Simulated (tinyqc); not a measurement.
## Thermal resistances of a two-die stack

Problem. Heat leaves through the lower die only, and the system is linear. Find the resistance R1 from the lower die to the coolant, R2 between the dies, and the rise of the upper die when both are powered.

Parameters, values chosen for the exercise:

| symbol | value | unit | meaning |
|---|---|---|---|
| P1 | 39 | W | power of the lower die |
| P2 | 23 | W | power of the upper die |

rises of the lower and upper die with only the lower one powered (K): 15.99  15.99
rises of the lower and upper die with only the upper one powered (K): 9.43  13.11

Answer. With only the lower die powered no heat crosses R2, so both dies rise by P1 R1; the difference in the second test is P2 R2; rises add.

R1 = 0.410 K/W
R2 = 0.160 K/W
rise of the upper die = 29.1 K

tinyqc, about 0.03 s, one thread, Intel Xeon 2.30GHz (shared host): `OMP_NUM_THREADS=1 python tinyqc.py 2162083 2162084 out.jsonl`
